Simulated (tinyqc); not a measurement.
Raising U: Hubbard chain of 4 sites, mean field against exact. Computed by the program tinyqc. Command: `OMP_NUM_THREADS=1 python tinyqc.py 115236 115237 out.jsonl`; one thread of a shared host (Intel(R) Xeon(R) Processor @ 2.60GHz), about 6 s.

one-body matrix (hopping and site energies) (eV):
```
         1        2        3        4
1   0.0000  -1.0800   0.0000   0.0000
2  -1.0800   0.0000  -1.0800   0.0000
3   0.0000  -1.0800   0.0000  -1.0800
4   0.0000   0.0000  -1.0800   0.0000
```

electrons, up and down: 2  2

Collinear unrestricted mean field (the lowest of 40 random starts) against exact diagonalisation.

Exact and mean-field results (eV):

| U | U/t | E exact | E mean field | mean \|n_up - n_down\| | double occupancy, exact | first gap in the sector |
|---|---|---|---|---|---|---|
| 0.540 | 0.500 | -4.31793 | -4.28991 | 0.000 | 0.224 | 1.185 |
| 1.080 | 1.000 | -3.86139 | -3.74991 | 0.000 | 0.199 | 1.057 |
| 2.160 | 2.000 | -3.10602 | -2.69680 | 0.393 | 0.152 | 0.852 |
| 3.240 | 3.000 | -2.53522 | -1.98935 | 0.697 | 0.114 | 0.699 |
| 4.320 | 4.000 | -2.10940 | -1.54907 | 0.820 | 0.085 | 0.583 |
| 6.480 | 6.000 | -1.54649 | -1.05948 | 0.918 | 0.049 | 0.429 |
| 8.640 | 8.000 | -1.20655 | -0.80144 | 0.953 | 0.031 | 0.335 |
| 12.960 | 12.000 | -0.82951 | -0.53748 | 0.979 | 0.015 | 0.231 |
| 21.600 | 20.000 | -0.50611 | -0.32346 | 0.993 | 0.006 | 0.141 |

In absolute terms mean field is worst at U/t = 4.0, 0.560 eV too high: at small U it is nearly exact, and at large U it misses only exchange-scale energies. Its local moments set in at U/t = 2.0 of those listed, a broken symmetry that the exact state of a finite cluster with equal spins does not have. Relative to the exact energy its error is 0.6 % at the smallest U, 36 % at most and 36 % at the largest. The double occupancy falls from 0.224 to 0.006; at the largest U the first gap is 0.65 times the exchange scale 4t^2/U.
